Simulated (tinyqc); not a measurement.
Koster-Slater impurity in a tight-binding band, by Green functions and by supercells: one step, computed by the program tinyqc.

One orbital per site, e(k) = -2 t sum cos(k_i) over 2 direction(s), band from -4 t to 4 t, lattice constant 1. One site has the extra energy U. Spin is left out.

Task: The level in the supercell. In a periodic cell of N sites along each direction with Bloch vector K, the level solves 1/U = N^-d sum_k 1/(E - e(k)), k_i = (2 pi m_i + K_i)/N, m_i = 0..N-1; the outermost root on the side of U is taken (bisection). d is the number of directions. Gamma means K_i = 0, the zone corner K_i = pi, the quarter point K_i = pi/2. The error is measured against the isolated level E_b.

Inputs (values chosen for the exercise, for a model band): hopping t = 0.65 eV; impurity potential U = -3.89 eV; supercell edge N = 3 sites.

Lattice: square.

level E_b = -4.335169 eV

Give: level at Gamma; level at the corner; level at the quarter point; error at Gamma; width between Gamma and the corner.

Result:

level at Gamma = -4.415 eV

level at the corner = -4.257 eV

level at the quarter point = -4.335 eV

error at Gamma = -0.07936 eV

width between Gamma and the corner = 0.1574 eV

Images turn the level into a band 0.157 eV wide; the quarter point misses the isolated level by 6.2e-4 eV, far less than Gamma, because the leading hopping between images averages out there.
